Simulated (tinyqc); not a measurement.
Worked calculation: band folding and unfolding in a supercell of a chain. Values are carried at full precision from step to step, so a last printed digit may differ when a step is redone from the rounded ones.

A chain with hopping -t and n = 8 sites a supercell. H(K) has v_j on the diagonal, -t between neighbours and -t exp(2 pi i K) on the bond that closes the cell (from the last site to the first of the next cell). The point K holds the n wave vectors k_m = (K + m)/n of the primitive zone, in 2 pi/a, m = 0 to n - 1, with E0 = -2t cos(2 pi k_m). The unfolding weight of a state c on k_m is |sum_j c_j exp(-2 pi i k_m j)|^2/n, j = 0 to n - 1.

Parameters, chosen for this exercise:
- t = 1.79 eV (hopping)
- v = (1.432, 1.013, 0, -1.013, -1.432, -1.013, 0, 1.013) eV (site energies in the supercell)
- Kq = 0.11 2 pi/(n a) (wave vector in the small zone)

## Folded levels and Fourier components

List k_m and E0; V_q = (1/n) sum_j v_j exp(-2 pi i q j/n) couples k_m to k_(m+q).

Folded band:

| m | k_m (2 pi/a) | E0 (eV) |
|---|---|---|
| 0 | 0.0138 | -3.5666 |
| 1 | 0.1388 | -2.3036 |
| 2 | 0.2637 | 0.3089 |
| 3 | 0.3887 | 2.7404 |
| 4 | 0.5138 | 3.5666 |
| 5 | 0.6388 | 2.3036 |
| 6 | 0.7638 | -0.3089 |
| 7 | 0.8888 | -2.7404 |

V_0, V_1, ... (eV): 0.0000  0.7161  0.0000  -0.0001  0.0000

## Supercell Hamiltonian

Fill in H(K).

H (eV), lower triangle (Hermitian):
```
                 1        2        3        4        5        6
1           1.4320
2          -1.7900   1.0130
3                0  -1.7900        0
4                0        0  -1.7900  -1.0130
5                0        0        0  -1.7900  -1.4320
6                0        0        0        0  -1.7900  -1.0130
7                0        0        0        0        0  -1.7900
8  -1.3792-1.1410i        0        0        0        0        0

         7       8
7        0
8  -1.7900  1.0130
```

## Levels and unfolding weights

Diagonalise and project each state on the k_m.

levels (eV): -4.22858  -2.76149  -2.03554  -0.29261  0.29261  2.03554  2.76149  4.22858

weights:
```
     level 1  level 2  level 3  level 4  level 5  level 6  level 7  level 8
m=0   0.6897   0.0453   0.2578   0.0045   0.0026   0.0001   0.0000   0.0000
m=1   0.1080   0.2845   0.5340   0.0004   0.0711   0.0008   0.0011   0.0001
m=2   0.0028   0.0165   0.0549   0.0002   0.8384   0.0251   0.0554   0.0067
m=3   0.0000   0.0003   0.0013   0.0001   0.0827   0.1259   0.5969   0.1928
m=4   0.0000   0.0000   0.0001   0.0026   0.0045   0.2578   0.0453   0.6897
m=5   0.0001   0.0011   0.0008   0.0711   0.0004   0.5340   0.2845   0.1080
m=6   0.0067   0.0554   0.0251   0.8384   0.0002   0.0549   0.0165   0.0028
m=7   0.1928   0.5969   0.1259   0.0827   0.0001   0.0013   0.0003   0.0000
```

The purest state keeps 83.8 % on one k and the most mixed (level 3 and 6) 53.4 %; rows and columns each add to one.

## Moments of the spectral function

For each k_m: mean sum_i W E_i and variance sum_i W E_i^2 less the mean squared. The mean must be E0 plus the average of v, and the variance that of v.

Moments:

| m | mean (eV) | variance (eV^2) |
|---|---|---|
| 0 | -3.567 | 1.026 |
| 1 | -2.304 | 1.026 |
| 2 | 0.309 | 1.026 |
| 3 | 2.740 | 1.026 |
| 4 | 3.567 | 1.026 |
| 5 | 2.304 | 1.026 |
| 6 | -0.309 | 1.026 |
| 7 | -2.740 | 1.026 |

The average of v is 0.0000 eV and its variance 1.0257 eV^2: the virtual crystal gives the mean, and the variance is the spread of weight over several levels that it leaves out.

## Checks

- Variance of the spectral function against the variance of v: they agree to 1e-10 or better.
- Levels for v = 0 against the folded band: they agree to 1e-10 or better.

Computed by tinyqc, a small Python program: `OMP_NUM_THREADS=1 python tinyqc.py 1450248 1450249 out.jsonl` (the numbers bound the seed that draws the inputs); one thread of a shared host (Intel(R) Xeon(R) Processor @ 2.30GHz), about 0.01 s for the whole set of steps.
